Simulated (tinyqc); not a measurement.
## Resistance of a source-drain extension with a graded tip: effect of the depth of the extension

y runs along the channel, the gate covers y > 0. The doping is N0 for y < y0 and N0 10^(-(y - y0)/la) beyond, uniform over the depth xj. Sheet conductance s(y) = q mu(N) max(N - Nch, 0) xj + (for y > 0) ma Cox Vo, with mu(N) = u0 + (u1 - u0)/(1 + (N/Nr)^au) and Cox = eps0 eox/tox. Current is taken as one-dimensional; depletion of the tip, spreading and the contact are left out. The metallurgical junction lies at yj, where N = Nch.

R_spacer = integral of dy/s from -Ls to 0, R_ov from 0 to yj, R_channel = (Lg - 2 yj)/(ma Cox Vo), R_total = 2 R_spacer + 2 R_ov + R_channel. Electrical length L_eff = ma Cox dR_total/d(1/Vo); R_series = R_total - L_eff/(ma Cox Vo).

Inputs (values chosen for the exercise); mobility law close to that of electrons in silicon:
- eox = 7.43 (relative permittivity of the gate insulator (close to silicon nitride))
- tox = 6.9 nm (insulator thickness)
- N0 = 5.5e19 cm^-3 (active doping of the extension far from the gate)
- la = 3.5 nm/decade (lateral abruptness)
- y0 = -0.8 nm (position under the gate where the fall begins (gate edge at 0))
- Nch = 3.7e17 cm^-3 (channel doping)
- Ls = 20 nm (spacer length)
- Vo = 0.41 V (gate overdrive)
- ma = 140 cm^2/(V s) (mobility of the gate-induced layer)
- u1 = 1414 cm^2/(V s) (mobility at low doping)
- u0 = 68.5 cm^2/(V s) (mobility at high doping)
- Nr = 9.2e16 cm^-3 (reference doping)
- au = 0.711 (exponent)
- Lg = 30 nm (gate length)

Constants: q = 1.602176634e-19 C, eps0 = 8.8541878128e-14 F/cm where lengths are in cm. Results are converted to the units shown.

The same in every row: yj (nm) = 6.803; R_channel (ohm um) = 299.6.

Effect of the depth of the extension:

| xj (nm) | R_spacer (ohm um) | R_ov (ohm um) | R_total (ohm um) | L_eff (nm) | R_series (ohm um) |
|---|---|---|---|---|---|
| 4 | 69.88 | 76.91 | 593.2 | 22.28 | 186.1 |
| 5.6 | 49.91 | 69.00 | 537.4 | 21.35 | 147.3 |
| 7.7 | 36.30 | 61.44 | 495.1 | 20.53 | 119.9 |
| 11 | 25.41 | 53.13 | 456.7 | 19.71 | 96.52 |
| 15 | 18.63 | 46.22 | 429.3 | 19.08 | 80.57 |
| 21 | 13.31 | 39.21 | 404.6 | 18.50 | 66.51 |
| 29 | 9.639 | 33.08 | 385.0 | 18.04 | 55.35 |
| 40 | 6.988 | 27.60 | 368.8 | 17.66 | 45.98 |

As xj goes from 4 to 40, R_total falls from 593 to 369 ohm um, L_eff falls from 22.3 to 17.7 nm and R_series falls from 186 to 46.0 ohm um.

Computed by the program tinyqc: `OMP_NUM_THREADS=1 python tinyqc.py 2282006 2282007 out.jsonl`, one thread of a shared Intel Xeon 2.30GHz, about 0.04 s for the whole run.
